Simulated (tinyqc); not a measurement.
# Tersoff bond-order potential, step by step

A worked calculation. Computed by tinyqc, a small Python program that keeps every step. Command: `OMP_NUM_THREADS=1 python tinyqc.py 3011606 3011607 out.jsonl tersoff walk`. One thread of a shared host (Intel(R) Xeon(R) Processor @ 2.30GHz), about 0.01 s of CPU time with the checks. Intermediate numbers are printed to about 5 digits and carried at full precision; extremes and crossings named in words are read from the listed rows.

E = (1/2) sum_(i, j != i) [A exp(-lambda r_ij) - b_ij B exp(-mu r_ij)], b_ij = (1 + (beta zeta_ij)^n)^(-1/(2n)), zeta_ij = sum_(k != i, j) g(theta_ijk), g = 1 + c^2/d^2 - c^2/(d^2 + (h - cos theta)^2), with theta at atom i. Only nearest neighbours count (cut-off function 1 for them, 0 beyond).

Inputs (values chosen for the exercise, modelled on carbon):
```
quantity                  value        unit
A                        1417.5          eV
B                        353.35          eV
lambda                   3.4879  1/angstrom
mu                       2.2119  1/angstrom
beta                   1.54e-07           -
n                        0.7304           -
c                         37120           -
d                         4.396           -
h                       -0.5495           -
bond length r_12           1.57    angstrom
bond length r_13           1.49    angstrom
angle theta at atom 1      94.9     degrees
```

Constants: 1 eV/angstrom^3 = 160.2176634 GPa.

## An open trimer

Atom 1 binds atoms 2 and 3, which do not interact. b_12 = b_13 follow from zeta = g(theta); b_21 = b_31 = 1. E = sum over the two bonds of A exp(-lambda r) - (b + 1)/2 B exp(-mu r).

g(theta) = 7.8589e+05

bond order b_12 = 0.87575

repulsive terms (eV): 5.9337  7.8435

attractive terms B exp(-mu r) (eV): 10.966  13.088

energy of the trimer = -8.7827 eV

g is least (g = 1) at cos theta = h, 123.3 degrees, wider than the tetrahedral 109.47.

## The diamond lattice

zeta = 3 g(cos theta = -1/3). With z equal bonds of order b, r = ln(lambda A/(mu b B))/(lambda - mu) and E per atom = -(z/2) b B exp(-mu r)(1 - mu/lambda). a0 = 4 r/sqrt3; B0 = phi''(r)/(3 a0) with phi'' = mu (lambda - mu) b B exp(-mu r), since b does not change under uniform scaling.

zeta = 5.1599e+05

bond order b = 0.90484

bond length = 1.5240 angstrom

energy per atom of the diamond lattice = -8.0373 eV

lattice constant a0 = 3.5195 angstrom

bulk modulus B0 = 470.45 GPa

## Elastic constants of the diamond lattice

Second derivatives of the energy per atom, volume V = a0^3/8: e_xx gives C11; e_xx = -e_yy gives 2 (C11 - C12); e_xy = e_yx = s/2 with a sublattice shift u_z gives C44 = (E_ss - E_su^2/E_uu)/V and Kleinman's parameter |E_su/E_uu|/(a0/4).

C11 = 1203.6 GPa

C12 = 103.84 GPa

C44 = 699.70 GPa

Kleinman's parameter = 0.21282

## Unrelaxed vacancy

Each of the four neighbours loses one bond; its three other bonds now have zeta = 2 g, for the direction that starts at it. E_v = -E + 12 x (1/2)(b(3g) - b(2g)) B exp(-mu r), where -E is the pair-like cost.

b(2g) = 0.92707

unrelaxed vacancy energy E_v = 6.4179 eV

Stronger back bonds return 1.619 eV, so E_v is 80 % of the cohesive energy.

## Energy against coordination

Angles seen from one bond (cos theta: count): chain -1: 1; graphitic -1/2: 2; diamond -1/3: 3; square net 0: 2, -1: 1; simple cubic 0: 4, -1: 1; bcc 1/3: 3, -1/3: 3, -1: 1; fcc 1/2: 4, 0: 2, -1/2: 4, -1: 1.

Relaxed structures:
```
structure      z        zeta       b  r (angstrom)  E per atom (eV)  E per bond (eV)
dimer          1           0  1.0000        1.4456          -2.6409          -5.2818
chain          2  7.4103e+05  0.8802        1.5456          -3.7267          -3.7267
graphitic      3  1.8081e+04  0.9908        1.4529          -7.7250          -5.1500
diamond        4  5.1599e+05  0.9048        1.5240          -8.0373          -4.0186
square net     4  2.9349e+06  0.7376        1.6842          -4.5972          -2.2986
simple cubic   6  5.1288e+06  0.6583        1.7733          -5.0538          -1.6846
bcc            8  9.5497e+06  0.5612        1.8984          -4.3556          -1.0889
fcc           12  1.8350e+07  0.4573        2.0588          -3.7342          -0.6224
```

The lowest are diamond, graphitic and simple cubic, the first two 0.312 eV apart. The bond order falls from 1 to 0.457 and the bond weakens from -5.28 to -0.62 eV, as b^(lambda/(lambda - mu)) with exponent 2.73. With the same z = 4 the square net lies 3.44 eV above diamond, from its angles alone. Caution: in bcc and other dense structures second neighbours can fall inside the usual cut-off; they are left out here.

Checks made by the program: (C11 + 2 C12)/3 against B0 (relative difference 2e-09).
